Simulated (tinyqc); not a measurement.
Inside a calculation. Method: one-electron ion in a basis of Gaussians. Computed by tinyqc, a small Python program that keeps every step. Settings: Z = 3, l = 0. Command: `OMP_NUM_THREADS=1 python tinyqc.py 26963 26964 out.jsonl` (the two numbers bound the seeds that draw the settings). One thread of a shared host (Intel(R) Xeon(R) Processor @ 2.60GHz), about 0.01 s of CPU time with the checks.

## Matrices over normalised Gaussians

exponents of r^l exp(-a r^2) (1/bohr^2): 0.514100  1.861000  6.737000  24.390000  88.290000

Z = 3

l = 0

With p = a_i + a_j and I(k) = Gamma((k+1)/2) / (2 p^((k+1)/2)): S = I(2l+2), T = (2l+3) a_i a_j S / p, V = -Z I(2l+1), each divided by sqrt(S_ii S_jj).

S, lower triangle:
```
          1         2         3         4         5
1  1.000000
2  0.747511  1.000000
3  0.367769  0.747495  1.000000
4  0.151647  0.367743  0.747477  1.000000
5  0.059104  0.151647  0.367755  0.747510  1.000000
```

T (hartree), lower triangle:
```
          1         2          3          4           5
1  0.771150
2  0.903339  2.791500
3  0.526995  3.269981  10.105500
4  0.229057  1.907561  11.837505  36.585000
5  0.090628  0.829165   6.905741  42.856328  132.435000
```

V (hartree), lower triangle:
```
           1          2           3           4           5
1  -3.432536
2  -3.899733  -6.530772
3  -3.352378  -7.419652  -12.425806
4  -2.561799  -6.378141  -14.117013  -23.642708
5  -1.885418  -4.874097  -12.135505  -26.860677  -44.982861
```

## Generalised eigenproblem

H = T + V (hartree), lower triangle:
```
           1          2          3          4          5
1  -2.661386
2  -2.996394  -3.739272
3  -2.825384  -4.149671  -2.320306
4  -2.332742  -4.470580  -2.279507  12.942292
5  -1.794790  -4.044932  -5.229763  15.995651  87.452139
```

Solve H C = S C e through S^(-1/2); each column has its largest component positive (the first on a tie).

eigenvalues of S: 0.049854  0.171053  0.530739  1.402099  2.846253

eigenvalues (hartree): -4.492900  -0.783220  6.349199  41.448486  189.809675

coefficients:
```
          1          2          3          4          5
1  0.156556   1.422946  -0.885734   0.350494  -0.151897
2  0.596789  -0.920089   2.121529  -1.118935   0.491775
3  0.304149  -0.124669  -1.660951   2.101388  -1.103065
4  0.068137  -0.054865   0.076680  -1.844699   1.944359
5  0.021927  -0.009415  -0.058262   0.115253  -1.721171
```

For Z = 3 and l = 0 the exact lowest level is -Z^2/(2 n^2) with n = l + 1: -4.500000 hartree.
